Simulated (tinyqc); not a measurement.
Estimate of lattice thermal conductivity from elastic moduli (Slack, Klemens and Cahill formulas): one step, computed by the program tinyqc.

An isotropic solid.

Question. Point defects and grains. High-temperature forms with the classical heat capacity. Klemens: kappa/kappa_0 = arctan(u)/u, u^2 = pi^2 Theta V Gamma kappa_0/(h v_m^2). Grains: 1/kappa_poly = 1/kappa + 1/(C v_m d/3), C = 3 k_B/(n V), the acoustic branches alone.

Inputs (values chosen for the exercise, for a model crystal):
```
quantity,value,unit
volume per atom V,35.9,angstrom^3
atoms per primitive cell n,5,-
temperature T,300,K
disorder parameter Gamma,0.0061,-
grain size d,230,nm
```

Grueneisen parameter: from thermal expansion.

kappa of the perfect crystal = 59.85153 W/(m K)

Debye temperature Theta = 432.4564 K

v_m = 4791.785 m/s

Constants: h = 6.62607015e-34 J s; k_B = 1.380649e-23 J/K.

Give: disorder scale u; kappa with point defects; grain-boundary limit; kappa of the polycrystal.

Answer.

disorder scale u = 1.9175

kappa with point defects = 34.025 W/(m K)

grain-boundary limit = 84.770 W/(m K)

kappa of the polycrystal = 24.280 W/(m K)

Point defects remove 43 % of kappa. Grains remove a further 29 %.
